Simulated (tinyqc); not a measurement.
What moves the results: interband optics of a two-band s-p chain from momentum matrix elements. A value that a table varies takes the place of the one given here.

H(k) = [[Es - 2 ts cos ka, 2i V sin ka], [-2i V sin ka, Ep_ + 2 tp cos ka]] in the basis s, p; the lower band is full, with two electrons a cell. The velocity operator times hbar is W = dH/dk (eV angstrom); intra-atomic dipoles are left out.

With w(k) = |<c|W|v>|^2 and D(k) = Ec - Ev, on the mesh k_j = (j + 1/2)/N (2 pi/a): eps(E) = 1 + (8 pi e2/(a Ar)) mean_j (w/D^2) [1/(D - E - i eta) + 1/(D + E + i eta)], e2 = e^2/(4 pi eps0); light polarised along the chains, no local fields.

Constants: e^2/(4 pi eps0) = 14.39964547 eV angstrom; hbar^2/2m0 = 3.80998211 eV angstrom^2.

Values chosen for the exercise:
```
symbol  value  unit        meaning
a       4.4    angstrom    period
Es      2.47   eV          upper orbital (s)
Ep_     -2.49  eV          lower orbital (p)
ts      0.66   eV          s-s hopping
tp      0.26   eV          p-p hopping
V       1.41   eV          s-p hopping
Ar      6.2    angstrom^2  cross-section per chain
eta     0.15   eV          Lorentzian half width
E       1.67   eV          photon energy
```

## Joint density of states against eps2

Mesh of 2000 points. J(E) = mean of (eta/pi)/((E - D)^2 + eta^2). The fourth column is J times the constant (8 pi^2 e2/(a Ar)) mean(w/D^2). R = |(sqrt(eps) - 1)/(sqrt(eps) + 1)|^2.

Spectrum:
```
E (eV)  J (1/eV)    eps2  eps2 with constant element     eps1      R
2.52       0.012   4.911                       1.272   33.205  0.499
3.05       0.091  49.872                       9.346   58.511  0.651
3.57       0.108  38.327                      11.140  -16.578  0.715
4.10       0.088  15.778                       9.089  -13.734  0.705
4.62       0.084   7.686                       8.638   -8.412  0.671
5.15       0.086   4.057                       8.859   -3.617  0.543
5.67       0.094   2.600                       9.734    1.049  0.156
6.20       0.118   3.176                      12.184    7.772  0.246
6.73       0.304  23.383                      31.361   21.830  0.521
7.25       0.431  22.494                      44.371  -11.698  0.669
7.78       0.327   9.590                      33.675  -19.458  0.830
8.30       0.041   1.599                       4.177  -10.824  0.922
```

Transitions span 3.120 to 7.703 eV. Among the energies listed J peaks at 7.25 eV and eps2 at 3.05 eV. The ratio of eps2 to the constant-element value is 3.44 at 3.57 eV and 0.51 at 7.25 eV: w/D^2 is 15.816 angstrom^2 at the zone centre and 3.330 at the edge.

## Mesh against broadening

eps2 at E for three widths, and eps(0) at eta = 0; the last row is the mesh of 2000 points.

Convergence:
```
N     eta = 0.03 eV  eta = 0.1 eV  eta = 0.3 eV   eps(0)
4             0.010         0.034         0.103   4.8132
8             0.089         0.297         0.875  12.4401
16            0.193         0.642         1.869  16.5395
32            0.206         0.684         1.988  16.7512
64            0.206         0.684         1.988  16.7515
128           0.206         0.684         1.988  16.7515
2000          0.206         0.684         1.988  16.7515
```

The first N from which eps2 stays within 2 % of the last row is 32 for eta = 0.03, 32 for 0.1 and 32 for 0.3 eV; for eps(0) and 0.1 % it is 32. E lies outside the range of transitions, so eps2 is only the tail of the broadening and grows with eta.

## Static constant against the gap

Es takes the values listed; mesh of 400 points; the Penn-type estimate is 1 + 8 pi c e2 n_eff/(a Ar Dm^2) with Dm the f-weighted mean of D, f = w/(c D), n_eff = 2 mean(f), c = hbar^2/2m0.

Results:
```
Es (eV)  smallest D (eV)  Dm (eV)  n_eff  eps(0)  estimate
2.17               2.820    5.069  6.328  20.338    13.445
2.47               3.120    5.362  6.107  16.751    11.736
2.97               3.620    5.849  5.763  12.606     9.516
3.47               4.120    6.334  5.448   9.857     7.863
4.47               5.120    7.306  4.895   6.557     5.635
5.47               6.120    8.279  4.430   4.740     4.266
7.47               8.120   10.233  3.700   2.942     2.786
```

eps(0) - 1 falls from 19.338 to 1.942, as Dm^-3.27; a fixed n_eff would give the power -2, and n_eff goes from 6.328 to 3.700. The single-gap estimate is low by 35.6 % of eps(0) - 1 in the first row and 8.0 % in the last, since 1/D^2 favours the smallest separations. n_eff need not equal the 2 electrons of the cell: a two-orbital basis with chosen hoppings does not obey the free-electron sum rule.

## What moves the optical response

Mesh of 400 points; n_eff = 2 mean(w/(c D)), c = hbar^2/2m0. Each row changes one parameter from the base and keeps the others.

Results:
```
case                  smallest D (eV)  largest D (eV)  n_eff  eps(0)
base                            3.120           7.703  6.107  16.751
a = 4.62 angstrom               3.120           7.703  6.733  17.539
Es = 2.77 eV                    3.420           7.923  5.897  14.052
ts = 0.792 eV                   2.856           7.771  6.184  19.142
V = 1.551 eV                    3.120           8.091  7.033  18.852
Ar = 6.82 angstrom^2            3.120           7.703  6.107  15.320
```

The largest shifts from the base row, up to three for each result and ties (the steps differ in size, so this ranks the rows, not the parameters). smallest D (eV): Es +0.300, ts -0.264; unchanged at the printed digits by a, V and Ar. largest D (eV): V +0.388, Es +0.220, ts +0.068; unchanged at the printed digits by a and Ar. n_eff: V +0.926, a +0.626, Es -0.210; unchanged at the printed digits by Ar. eps(0): Es -2.700, ts +2.391, V +2.100.

(tinyqc, `OMP_NUM_THREADS=1 python tinyqc.py 1651409 1651410 out.jsonl`, Intel(R) Xeon(R) Processor @ 2.30GHz, 1 thread, shared host, about 0.01 s.)
